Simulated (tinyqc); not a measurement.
Blur against noise: chemically amplified photoresist: aerial image, acid generation, bake, development and line width. Computed by tinyqc, a small Python program. Command: `OMP_NUM_THREADS=1 python tinyqc.py 3025519 3025520 out.jsonl resist walk`. One thread of a shared host (Intel(R) Xeon(R) Processor @ 2.30GHz), about 0.02 s of CPU time with the checks.

Lines and spaces of pitch p with a two-beam-like image; x = 0 is the middle of the bright space. The resist is positive and treated as uniform in depth.

Inputs (values chosen for the exercise, for a model resist at 193 nm): pitch p = 98 nm; image contrast c = 0.57; mean dose E = 7.74 mJ/cm^2; Dill parameter C = 0.027 cm^2/mJ; bake time t = 60 s; photon energy = 6.42 eV; absorption coefficient alpha = 0.75 1/um.

Method:
- Dose E(x) = E [1 + c cos(2 pi x/p)]; acid h = 1 - exp(-C E(x)).
- Bake: the acid image is blurred by a Gaussian of variance sigma^2 = 2 D t (each Fourier term k of h, taken on 64 points, is multiplied by exp(-4 pi^2 k^2 D t/p^2)).
- For each sigma the edge is held at x = p/4; N is taken at the mean dose; edge noise = (dh/d ln E)/(sqrt(N V) |dh/dx|), both derivatives taken of the blurred acid, V = (2 sqrt(pi) sigma)^3, N = E alpha/(photon energy), 1 mJ/cm^2 = 62.41509 eV/nm^2.

Trade-off:
```
sigma/p  sigma (nm)  blur factor  photons in V  edge noise (nm)
0.02           1.96      0.99214    1.8930e+01           6.3325
0.04           3.92      0.96891    1.5144e+02           2.2858
0.07           6.86      0.90781    8.1160e+02           1.0467
0.10           9.80      0.82087    2.3662e+03           0.6729
0.14          13.72      0.67917    6.4928e+03           0.4872
0.18          17.64      0.52753    1.3800e+04           0.4284
0.22          21.56      0.38467    2.5195e+04           0.4340
0.27          26.46      0.23717    4.6574e+04           0.5175
0.33          32.34      0.11653    8.5034e+04           0.7794
```

The noise is least near sigma/p = 0.18 among these rows. More diffusion averages over more photons (noise falls as sigma^(-3/2)) until it erases the image slope (factor exp(-2 pi^2 sigma^2/p^2)); for a pure cosine the two balance at sigma/p = sqrt(3/8)/pi = 0.195. Caution: for a film thinner than the blur the noise falls as 1/sigma only, and the optimum moves to sigma/p = 1/(2 pi) = 0.159.

Extremes, crossings and ranges named in words are read from the listed rows.
